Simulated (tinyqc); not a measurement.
# Worked calculation: deep-level transient spectroscopy

tinyqc, about 0.01 s, one thread, Intel Xeon 2.30GHz (shared host): `OMP_NUM_THREADS=1 python tinyqc.py 2050040 2050041 out.jsonl` Printed values are rounded.

Schottky contact on an n-type layer with shallow donors Nd (all ionised) and a donor-like deep trap, neutral when filled and positive when empty; depletion approximation. Traps within lam of the depletion edge stay filled. A long pulse to Vp fills the traps beyond x1 = Wp - lam; back at Vr those between x1 and x2 = Wr - lam emit. A rate window reads S = C(t2) - C(t1).

Parameters, values chosen for the exercise; material values close to those of silicon:
- eps_r = 11.5 (relative permittivity)
- Nc = 2.78e19 cm^-3 (conduction-band density of states at 300 K)
- vth = 2.2e7 cm/s (thermal velocity at 300 K)
- Nd = 2.8e15 cm^-3 (shallow donor density)
- Vbi = 0.63 V (built-in voltage)
- Et = 0.49 eV (depth of the trap below the conduction edge)
- sn = 3.1e-14 cm^2 (capture cross-section)
- Nt = 3.4e13 cm^-3 (trap density)
- Vr = 4.8 V (reverse bias)
- Vp = 0 V (reverse bias during the filling pulse)
- t1 = 1 ms (first sampling time)
- t2 = 2.5 ms (second sampling time)
- T = 254 K (temperature of the transient)
- F = 100 kV/cm (field at the trap)

Constants: q = 1.602176634e-19 C, kB = 1.380649e-23 J/K, eps0 = 8.8541878128e-14 F/cm where lengths are in cm. Results are converted to the units shown.

## Emission rate and rate window

Emission rate en = sn vth(T) Nc(T) exp(-Et/kB T) = sn g T^2 exp(-Et/kB T), g = vth Nc/(300 K)^2, as vth goes as T^0.5 and Nc as T^1.5 (degeneracy factor 1). For an exponential transient S peaks where en = ew = ln(t2/t1)/(t2 - t1).

g = 6.79556e21 cm^-2 s^-1 K^-2
en = 2575.42 1/s
1/en = 0.388287 ms
ew = 610.860 1/s

## Widths

lam = sqrt(2 eps0 eps_r (EF - ET)/(q Nd)), EF - ET = Et - (kB T/q) ln(Nc(T)/Nd), Nc(T) = Nc (T/300 K)^1.5. In the steady state at the band bending V, 2 eps0 eps_r V/q = Nd W^2 + Nt (W - lam)^2 (the second term only if W > lam). V = Vbi + Vr gives Wr and V = Vbi + Vp gives Wp; x1 = max(Wp - lam, 0).

lam = 365.339 nm
Wr = 1564.45 nm
Wp = 534.454 nm
x1 = 169.115 nm
x2 = 1199.11 nm
G = (x2^2 - x1^2)/Wr^2 = 0.575796

The rule Nt = 2 Nd |dC|/C assumes G = 1 and would understate Nt by a factor of about 1/G = 1.74 here (the limit of small Nt/Nd).

## The transient

t, sample 0 to 6 (ms): 0  0.5  1  1.75  2.5  5  12.5

W(t)^2 = Wr^2 + (Nt/Nd)(x2^2 - x1^2) exp(-en t), C = eps0 eps_r/W; for small Nt, dC/C = -(Nt/2 Nd) G exp(-en t) with G = (x2^2 - x1^2)/Wr^2. S = C(t2) - C(t1).

```
sample  C (nF/cm^2)  C - C(final) (pF/cm^2)
0           6.48594                -22.6348
1           6.50231                 -6.2686
2           6.50685                 -1.7313
3           6.50833                 -0.2510
4           6.50854                 -0.0364
5           6.50858                 -0.0001
6           6.50858                  0.0000
```

S = 1.69497 pF/cm^2

## Step 1: peak temperature

T at the start = 300 K

Fixed-point step for en(T) = ew: T(new) = (Et q/kB)/ln(sn g T^2/ew), g = vth Nc/(300 K)^2.

T after step 1 = 235.372 K

## Course of the iteration for the peak temperature

Start from 300 K; stop when T changes by less than 1e-8 K.

Course of the iteration:
```
step    T (K)  change (K)
1     235.372        64.6
2     240.196        4.82
3     239.785       0.411
4     239.820      0.0346
5     239.817     2.92e-3
6     239.817     2.46e-4
7     239.817     2.08e-5
8     239.817     1.75e-6
9     239.817     1.48e-7
10    239.817     1.25e-8
11    239.817     1.05e-9
```

Converged in 11 steps; each multiplies the error by -2 kB T/Et = -0.084.

## Poole-Frenkel lowering

A Coulomb centre of charge +q (when empty) in the field F lowers its barrier by dE = sqrt(q F/(pi eps0 eps_r)) along the field. One-dimensional rate: en exp(b), b = dE/kB T; three-dimensional (Hartke): en {[1 + (b - 1) exp(b)]/b^2 + 1/2}.

dE = 70.7713 meV
b = 3.23333
rate, one-dimensional = 65323.0 1/s
rate, three-dimensional = 15488.7 1/s

The one-dimensional form is 4.22 times the three-dimensional one, which counts the directions in which the barrier is lowered less or not at all.
